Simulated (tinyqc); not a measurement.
Inside a calculation. Method: Hubbard chain of 3 sites. One step of it, computed by the program tinyqc.

Task: Mean-field iteration 1. H(up) = T + U n(down), H(down) = T + U n(up); fill the lowest levels; n(new) = n + mixing (n(out) - n); E = tr T (rho up + rho down) + U sum n_up n_down of the output.

one-body matrix (hopping and site energies) (eV):
```
           1          2          3
1  -0.590000  -1.530000   0.000000
2  -1.530000  -0.090000  -1.530000
3   0.000000  -1.530000  -0.660000
```

U = 3.600000 eV

electrons, up and down: 2  1

mixing = 0.500000

n(up) at the start (a guess, not normalised): 1 0.967000, 2 0.367000, 3 0.967000

n(down) at the start (a guess): 1 0.033000, 2 0.633000, 3 0.033000

Give: levels, up; levels, down; energy; n(up) after iteration 1; n(down) after iteration 1.

Result:

levels, up (eV): -1.7085  -0.5055  3.3904

levels, down (eV): -0.2677  2.8558  4.3555

energy = -3.6468 eV

n(up) after iteration 1: 1 0.9235, 2 0.3014, 3 0.9256

n(down) after iteration 1: 1 0.0958, 2 0.6544, 3 0.0994
